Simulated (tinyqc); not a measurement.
Finite square well with mass mismatch (envelope functions): sweeps and comparisons. A value that a table varies takes the place of the one given here.

A square well of width L and depth V0, mass mw inside and mb outside, energies from the bottom of the well, c = hbar^2/2m0. k = sqrt(mw E/c), kappa = sqrt(mb (V0 - E)/c). psi and psi'/m are continuous at the walls (BenDaniel-Duke), so level n solves k L + 2 atan[(k/mw)/(kappa/mb)] = n pi.

Non-parabolic bands: mw is replaced by mw (1 + alpha_w E) and mb by mb (1 - alpha_b (V0 - E)), in k, kappa and the matching condition alike.

Constants: hbar^2/2m0 = 3.80998211 eV angstrom^2.

Parameters, chosen for this exercise (near those of a GaAs well in AlGaAs; shifted at random, so the results belong to these values and not to a real crystal): V0 = 0.227 eV (barrier height); mw = 0.0652 m0 (mass in the well); mb = 0.0902 m0 (mass in the barrier); Ls = (25, 32, 39, 49, 62, 77, 96) angstrom (widths); L = 211 angstrom (well width); alpha_w = 0.54 1/eV (non-parabolicity in the well); alpha_b = 0.63 1/eV (non-parabolicity in the barrier).

## Width of the well

Levels against L, beside the infinite well E1(hard) = c (pi/L)^2/mw; Pb is the probability of level 1 in the barriers; a dash marks an unbound level.

Levels:
```
L (angstrom)  bound levels  E1 (eV)  E2 (eV)  E1(hard) (eV)     Pb
25                       1   0.1367        -         0.9228  0.398
32                       1   0.1134        -         0.5632  0.291
39                       1   0.0950        -         0.3792  0.219
49                       1   0.0752        -         0.2402  0.151
62                       2   0.0573   0.2056         0.1500  0.099
77                       2   0.0435   0.1655         0.0973  0.065
96                       2   0.0321   0.1254         0.0626  0.041
```

How do the results move?

The infinite well overestimates E1 by a factor 6.75 at 25 angstrom and 1.95 at 96 angstrom. The local exponent d ln E1/d ln L goes from -0.76 (first two rows) to -1.38 (last two), towards the -2 of hard walls, as Pb falls from 0.398 to 0.041. E2 - E1 is largest at 62 angstrom of the widths listed.

## Levels of description

The same well five ways. mb = mw: the barrier takes the mass of the well. psi' continuous: kappa holds mb but the condition drops the masses, k L + 2 atan(k/kappa) = n pi. The last column is measured against BenDaniel-Duke.

Levels (eV):
```
model                E1      E2      E3  E1 - E1(BDD) (meV)
infinite walls   0.0130  0.0518  0.1166                 3.6
mb = mw          0.0097  0.0387  0.0861                 0.4
BenDaniel-Duke   0.0093  0.0372  0.0833                 0.0
psi' continuous  0.0101  0.0402  0.0889                 0.8
non-parabolic    0.0095  0.0373  0.0815                 0.2
```

What does this show, and why?

Hard walls put E1 3.6 meV too high. Ignoring the mass step moves it by +0.4 meV and the wrong matching by +0.8 meV: with mb/mw = 1.38, continuity of psi'/m lets the slope outside be 1.38 times the slope inside, which acts like a softer wall. Non-parabolicity shifts E1 by +0.2 meV, the balance of a heavier mass in the well, which lowers it, and a lighter mass deep in the barrier, which hardens the wall. Among the finite wells the largest departure in E1 is that of the model 'psi' continuous'.

## What each parameter does

Parabolic bands. Pb is the probability of level 1 in the barriers, (A^2/kappa)/(A^2/kappa + L/2 + sin(kL)/(2k)) with A = cos(kL/2). Each row changes one parameter from the base and keeps the others.

Results:
```
case              E1 (eV)  bound levels      Pb  V0 - E1 (eV)
base               0.0093             5  0.0063        0.2177
L = 232 angstrom   0.0079             5  0.0049        0.2191
V0 = 0.261 eV      0.0095             5  0.0052        0.2515
mw = 0.0717 m0     0.0087             5  0.0054        0.2183
mb = 0.1128 m0     0.0090             5  0.0066        0.2180
```

How do the results move?

The largest shifts from the base row, up to three for each result and ties (the steps differ in size, so this ranks the rows, not the parameters). E1 (eV): L -0.0014, mw -0.0006, mb -0.0003. bound levels: unchanged at the printed digits by L, V0, mw and mb. Pb: L -0.0014, V0 -0.0010, mw -0.0008. V0 - E1 (eV): V0 +0.0338, L +0.0014, mw +0.0006.

Program tinyqc; command `OMP_NUM_THREADS=1 python tinyqc.py 1282634 1282635 out.jsonl`; about 0.01 s on one thread of a shared Intel(R) Xeon(R) Processor @ 2.30GHz.
